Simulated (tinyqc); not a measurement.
# Changing the film thickness t

Model: the 3-omega method: a line heater on a substrate with a thin film. Computed by tinyqc, a small Python program. Command: `OMP_NUM_THREADS=1 python tinyqc.py 3026594 3026595 out.jsonl threeomega sweep`. One thread of a shared host (Intel(R) Xeon(R) Processor @ 2.30GHz), about 0.02 s of CPU time with the checks.

A current at angular frequency omega = 2 pi f heats the line at 2 omega with the amplitude P per length; the temperature swing Delta T at 2 omega gives a voltage at 3 omega. The substrate is taken as semi-infinite and isotropic, and the heat capacity of heater and film is left out.

Inputs (values chosen for the exercise, modelled on silicon nitride on gallium oxide): substrate conductivity kappa = 21.6 W/(m K); substrate heat capacity C = 3.26 1e6 J/(m^3 K); heater half-width b = 10 micrometre; power amplitude per length P = 6.5 W/m; current frequency f = 60 Hz; film conductivity kappa_f = 2.7 W/(m K); interface resistance R_i = 5.6 m^2 K/GW; substrate thickness d_s = 1000 micrometre; temperature coefficient of resistance beta = 2.5 1e-3/K; voltage amplitude V_1 = 0.77 V.

Method:
- D = kappa/C; q = sqrt(2 i omega/D); penetration depth 1/|q| = sqrt(D/(2 omega)).
- Delta T_s = (P/(pi kappa)) int_0^infinity (sin x/x)^2 / sqrt(x^2 + (q b)^2) dx with (q b)^2 = i |q b|^2, averaged over the heater width (12 Gauss-Legendre points on each of the pieces 0, 14 log-spaced edges from 1e-5 to 1, and multiples of pi to 40 pi; the tail adds 1/(4 (40 pi)^2)).
- For |q| b much below 1: Delta T_s = (P/(pi kappa)) [-ln(|q| b) + eta - i pi/4], eta = 3/2 - C_E = 0.92278, with Euler's C_E = 0.5772157.
- One-dimensional flow across the film: Delta T_f = P (t/kappa_f + R_i)/(2 b); total in-phase swing Delta T = Delta T_s + Delta T_f; third-harmonic amplitude V_3 = V_1 beta |Delta T|/2 with the out-of-phase part included; the apparent film conductivity is t/(t/kappa_f + R_i).

One run for each value:
```
film thickness t (nm)  apparent film conductivity (W/(m K))  Delta T_f (K)  film share of the in-phase swing
10                                                   1.0748        0.00302                           0.00988
19                                                   1.5035        0.00411                           0.01338
38                                                   1.9315        0.00639                           0.02067
73                                                   2.2367        0.01061                           0.03383
140                                                  2.4368        0.01867                           0.05806
270                                                  2.5568        0.03432                           0.10177
530                                                  2.6251        0.06562                           0.17805
1000                                                 2.6598        0.12219                           0.28744
2000                                                 2.6797        0.24256                           0.44469
```

Over the rows, apparent film conductivity (W/(m K)) rises from 1.07 to 2.68 (exponent d ln y / d ln x 0.52 between the first rows and 0.011 between the last); Delta T_f (K) rises from 0.00302 to 0.243 (exponent d ln y / d ln x 0.48 between the first rows and 0.99 between the last); film share of the in-phase swing rises from 0.00988 to 0.445 (exponent d ln y / d ln x 0.47 between the first rows and 0.63 between the last). The film resistance t/kappa_f + R_i is a straight line in t: its slope gives kappa_f = 2.7 W/(m K) and its intercept R_i; the two terms are equal at t = 15.1 nm.
